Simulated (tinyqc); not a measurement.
Worked calculation: gas flow in a process chamber: flow regimes, conductance, effective pumping speed, pump-down, outgassing and purge. Computed by tinyqc, a small Python program that keeps every step. Command: `OMP_NUM_THREADS=1 python tinyqc.py 3121233 3121234 out.jsonl pump walk`. One thread of a shared host (Intel(R) Xeon(R) Processor @ 2.30GHz), about 0.06 s of CPU time with the checks. Intermediate numbers are printed to about 6 digits and carried at full precision; extremes and crossings named in words are read from the listed rows.

Ideal gas, isothermal flow, a pump of constant speed at the end of a round pipe; process gas, volume gas and outgassing are given the same properties. 1 sccm = 101325 Pa x 1e-6 m^3/60 s x T/273.15 K.

Inputs (values chosen for the exercise, modelled on hydrogen near room temperature):
```
quantity,value,unit
molar mass M,2.016,g/mol
molecular diameter,0.27,nm
viscosity eta,8.9,micropascal s
temperature T,293,K
chamber volume V,97,L
wall area,0.4,m^2
pipe diameter d,25,cm
pipe length l,12,cm
pump speed S,4700,L/s
process gas flow,8,sccm
outgassing rate after 1 h,1.7e-06,Pa m^3/(s m^2)
outgassing exponent n,1.1,-
starting pressure p0,170,Pa
target base pressure,8e-06,Pa
```

Constants: k_B = 1.380649e-23 J/K; u = 1.6605390666e-27 kg.

## Molecular flow

Mean speed c = sqrt(8 k_B T/(pi m)); aperture conductance C_a = c pi d^2/16; molecular pipe C_m = C_a/(1 + 3 l/(4 d)) (Dushman form); viscous pipe C_v = pi d^4 p_mean/(128 eta l); Knudsen interpolation C = C_v + C_m (1 + x)/(1 + 1.24 x), x = d p_mean sqrt(m/(k_B T))/eta. Effective speed 1/S_eff = 1/S + 1/C_m; time constant V/S_eff; pressure at which the free path k_B T/(sqrt2 pi d_m^2 p) equals d.

mean speed c = 1754.19 m/s

C_a = 21527.1 L/s

C_m = 15828.8 L/s

S_eff in molecular flow = 3623.95 L/s

time constant = 0.0267664 s

pressure where the free path equals d = 0.0499595 Pa

The pipe passes on 77 % of the pump speed.

## Process pressure

Steady flow: the pump inlet is at p_2 = Q/S, and the chamber pressure p_1 solves Q = C((p_1 + p_2)/2) (p_1 - p_2). Residence time = p_1 V/Q. Knudsen number = free path at the mean pressure over d.

throughput Q = 14.4918 Pa L/s

p_2 = 0.00308336 Pa

chamber pressure p_1 = 0.00399838 Pa

conductance C = 15837.6 L/s

residence time = 0.0267630 s

Knudsen number = 14.1094

The flow in the pipe is molecular.

## Purging a well-mixed chamber

With steady flow a contaminant decays as exp(-t/residence time); gas used = flow x time.

time to dilute 1e3 times = 0.184872 s

time to dilute 1e6 times = 0.369744 s

gas used for 1e6 = 0.0492992 standard cm^3

## Pump-down curve

Pump-down: V dp/dt = -S_eff(p) p + q(t) A, with S_eff = S p_2/p, where p_2 solves C((p + p_2)/2) (p - p_2) = S p_2 at each moment, and q(t) = q_1 (1 h/(t + 10 s))^n; integrated adaptively. At long times p = q(t) A/S_eff. S_eff(p) is tabulated at 260 pressures and interpolated in ln p. Comparison columns: p0 exp(-t/time constant) with the molecular S_eff (0 below 1e-26 p0), and the outgassing limit.

Pressure against time:
```
t (s),p (Pa),S_eff (L/s),volume gas only (Pa),outgassing limit (Pa)
0.3,6.34870e-04,3623.78,2.30589e-03,1.17798e-04
1,1.09875e-04,3623.91,1.01177e-14,1.09579e-04
3,9.13929e-05,3623.92,0,9.11847e-05
10,5.68551e-05,3623.93,0,5.67710e-05
30,2.65042e-05,3623.94,0,2.64846e-05
100,8.70651e-06,3623.95,0,8.70418e-06
300,2.78486e-06,3623.95,0,2.78459e-06
1000,7.59484e-07,3623.95,0,7.59462e-07
3600,1.87071e-07,3623.95,0,1.87069e-07
20000,2.84373e-08,3623.95,0,2.84373e-08
100000,4.84409e-09,3623.95,0,4.84409e-09
```

From t = 1 s on the pressure is within 20 % of the outgassing limit, which falls only as (t + 10 s)^-1.1: walls, not volume, set the time to base pressure.

## Time to base pressure

From the outgassing limit: t = 1 h x (q_1 A/(S_eff p_target))^(1/n) - 10 s; monolayer time at the target = 1e19 m^-2 x 4 k_B T/(p c) for unit sticking.

time to the target = 0.0302134 h

monolayer time = 11.5304 s

Checks made by the program: throughput from C and the pressure drop (relative difference below 1e-10).
